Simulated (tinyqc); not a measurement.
Worked calculation: two-step dopant diffusion (predeposition and drive-in) with a constant diffusivity. Computed by tinyqc, a small Python program that keeps every step. Command: `OMP_NUM_THREADS=1 python tinyqc.py 3018232 3018233 out.jsonl dopdiff walk`. One thread of a shared host (Intel(R) Xeon(R) Processor @ 2.30GHz), about 0.05 s of CPU time with the checks. Intermediate numbers are printed to about 6 digits and carried at full precision; extremes and crossings named in words are read from the listed rows.

Fick diffusion into a half space x > 0 whose background doping C_B is of the opposite type, so that a junction lies where C = C_B.

Inputs (values chosen for the exercise, modelled on boron in silicon): prefactor D0 = 1.07 cm^2/s; activation energy E = 3.49 eV; surface concentration C_s = 7.4e+18 1/cm^3; background doping C_B = 1.1e+14 1/cm^3; predeposition temperature T1 = 975 C; predeposition time t1 = 60 min; drive-in temperature T2 = 1025 C; drive-in time t2 = 240 min; mean mobility in the layer mu = 120 cm^2/(V s); ramp rate = 8 C/min; stand-by temperature = 750 C.

Furnace ramps of the drive-in: linear ramps.

Constants: k_B = 8.617333262e-05 eV/K; e = 1.602176634e-19 C.

## Diffusivities

D = D0 exp(-E/(k_B T)). Temperatures in kelvin are T(C) + 273.15. Times in seconds are 60 times the minutes.

D1 = 8.65899e-15 cm^2/s

D2 = 3.02159e-14 cm^2/s

product D1 t1 = 3.11724e-11 cm^2

## Thermal budget with ramps

One ramp between the stand-by temperature and T2 adds int D dT / rate (40-point Gauss-Legendre); the usual estimate counts it as an extra time k_B T2^2/(E rate) at T2. (Dt)2 = D2 t2 + two ramps, times in seconds.

budget of one ramp = 8.87554e-12 cm^2

estimated extra time of one ramp = 5.20124 min

drive-in budget (Dt)2 = 4.52861e-10 cm^2

The integral equals 4.90 min at T2, against the estimate 5.20 min; both ramps make 3.9 % of the budget.

## Predeposition

C = C_s erfc(x/(2 sqrt(D1 t1))); dose Q = 2 C_s sqrt(D1 t1/pi); the junction solves erfc(z) = C_B/C_s with x_j = 2 z sqrt(D1 t1).

dose Q = 4.66199e+13 1/cm^2

z = 3.06225

junction depth after predeposition = 0.341945 um

## Drive-in as a Gaussian

With a sealed surface and a thin source, C = Q/sqrt(pi (Dt)2) exp(-x^2/(4 (Dt)2)); x_j = 2 sqrt((Dt)2 ln(C(0)/C_B)); gradient at the junction |dC/dx| = C_B x_j/(2 (Dt)2).

surface concentration C(0) (Gaussian) = 1.23599e+18 1/cm^3

junction depth x_j = 1.29981 um

gradient at the junction = 1.57863e+19 1/cm^4

The drive-in moves the junction from 0.342 to 1.30 um and lowers the surface value by a factor 5.99. Caution: the drive-in budget is under fifteen times D1 t1, so the source is not thin and the Gaussian junction is too shallow. Caution: C_s exceeds the intrinsic carrier density of silicon at the predeposition temperature (2e18 to 1e19 per cm^3), where real diffusivities rise with concentration and profiles turn box-like.

## Sheet resistance

Net dose Q_net = Q erf(x_j/(2 sqrt((Dt)2))) - C_B x_j; R_s = 1/(e mu Q_net), with every dopant ionised and one mobility.

net dose = 4.66049e+13 1/cm^2

sheet resistance R_s (Gaussian) = 1116.03 ohm/square

## Exact junction depth

Exact two-step profile: C = (2 C_s/pi) int_0^alpha exp(-beta (1 + u^2))/(1 + u^2) du with alpha = sqrt(D1 t1/(Dt)2), beta = x^2/(4 (D1 t1 + (Dt)2)). The integral takes 48 Gauss-Legendre points; solve C(x) = C_B.

exact junction depth = 1.32850 um

## Gaussian against the exact two-step profile

Gaussian: C = Q/sqrt(pi (Dt)2) exp(-x^2/(4 (Dt)2)). Depths are fractions of the Gaussian x_j.

Profiles:
```
x/x_j   x (um)  Gaussian (1/cm^3)  exact (1/cm^3)    ratio
0.0    0.00000        1.23599e+18     1.20875e+18  1.02254
0.2    0.25996        8.51117e+17     8.45939e+17  1.00612
0.4    0.51993        2.77917e+17     2.90056e+17  0.95815
0.6    0.77989        4.30319e+16     4.87699e+16  0.88235
0.8    1.03985        3.15949e+15     4.02687e+15  0.78460
1.0    1.29981        1.10000e+14     1.63589e+14  0.67242
1.2    1.55978        1.81601e+12     3.27705e+12  0.55416
```

With D1 t1/(Dt)2 = 0.069, the Gaussian is 2.3 % high at the surface and 33 % low at its own junction; the exact junction lies at 1.329 um, 2.2 % deeper. The dose is the same, but the real source already has a width, which carries into the tail.

Checks made by the program: exact profile against the direct convolution of the erfc with the Gaussian kernel (relative difference below 1e-10).
